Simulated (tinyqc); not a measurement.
Rutherford backscattering from a thin compound film on silicon: kinematics, yields, composition and thickness. Changing the tilt of the sample. Computed by tinyqc, a small Python program. Command: `OMP_NUM_THREADS=1 python tinyqc.py 3002845 3002846 out.jsonl rbs sweep`. One thread of a shared host (Intel(R) Xeon(R) Processor @ 2.30GHz), about 0.01 s of CPU time with the checks.

Singly charged helium ions (Z1 = 2, M1 = 4.0026 u) enter at the tilt angle a1 to the normal and leave at a2 = |180 - theta - tilt| in the same plane. The film is A B_x.

Inputs (values chosen for the exercise, modelled on a helium beam on SiGe): beam energy E0 = 2.2 MeV; scattering angle theta = 165 degrees; heavy element: Z_A = 32; heavy element: mass M_A = 72.6 u; heavy element: stopping eps_A at 2 MeV = 71 1e-15 eV cm^2; light element: Z_B = 14; light element: mass M_B = 28.09 u; light element: stopping eps_B at 2 MeV = 49.4 1e-15 eV cm^2; atoms of B per atom of A, x = 2.73; atomic density of the film = 48.4 1/nm^3; film thickness d = 43 nm; collected charge = 20 microcoulomb; detector solid angle = 2.5 msr; detector resolution (FWHM) = 12 keV.

Constants: e^2/(4 pi eps_0) = 14.39964548 eV angstrom; e = 1.602176634e-19 C.

Method:
- Kinematic factor K = [(sqrt(M^2 - M1^2 sin^2 theta) + M1 cos theta)/(M + M1)]^2.
- Surface edges lie at K E0; substrate silicon has M = 28.09 u. Mass resolution at M_A = resolution/(E0 dK/dM).
- Stopping per atom eps(E) = eps(2 MeV) (E/2 MeV)^(-0.4) (a law chosen for the exercise); Bragg rule eps_film = (eps_A + x eps_B)/(1 + x); areal density N d, with 1/nm^2 = 0.1 x 1e15/cm^2.
- Width of the signal of element i: [K_i eps(E0)/cos a1 + eps(K_i E0)/cos a2] N d; depth resolution = resolution x d/width of A; energy lost on the way in = eps(E0) N d/cos a1.
- Rutherford cross section in the laboratory frame: sigma = (Z1 Z e^2/(4 pi eps_0 4E))^2 (4/sin^4 theta) (r + cos theta)^2/r, r = sqrt(1 - (M1 sin theta/M)^2), times the screening factor 1 - 0.049 Z1 Z^(4/3)/E (E in keV); 1 angstrom^2 = 1e8 barn.
- Counts = (charge/e) x solid angle x sigma(E_mean) x areal density of the element/cos a1, E_mean = E0 - half the energy lost on the way in; 1 barn = 1e-24 cm^2. The ratio of areas returns x = (Y_B/Y_A)(sigma_A/sigma_B), with the counting error sqrt(1/Y_A + 1/Y_B).

One run for each value; columns: (1) tilt of the sample (degrees); (2) depth resolution (nm); (3) counting error of x without background (%); (4) energy lost on the way in (keV):
```
(1)     (2)     (3)     (4)
0    24.130  1.2299  11.057
15   24.256  1.2086  11.447
30   22.670  1.1441  12.767
45   19.464  1.0331  15.636
55   16.507  0.9297  19.277
65   12.958  0.7968  26.162
70   10.968  0.7158  32.328
75    8.820  0.6212  42.720
80    6.467  0.5064  63.673
```

Describe and explain the trends.

Over the rows, depth resolution (nm) goes from 24.1 through a maximum among these rows, 24.3 at 15.0, to 6.47; counting error of x without background (%) falls from 1.23 to 0.506; energy lost on the way in (keV) rises from 11.1 to 63.7. Tilting lengthens the inward path at once but shortens the outward one up to 180 - theta, so only large tilts clearly sharpen the depth scale, until roughness and straggling (left out) take over.

Caution (all rows): the silicon signal of the film merges with that of the substrate, so only the width of A can be read directly. Caution (all rows): film and substrate silicon overlap, so Y_B must be separated by a fit.

Extremes, crossings and ranges named in words are read from the listed rows.
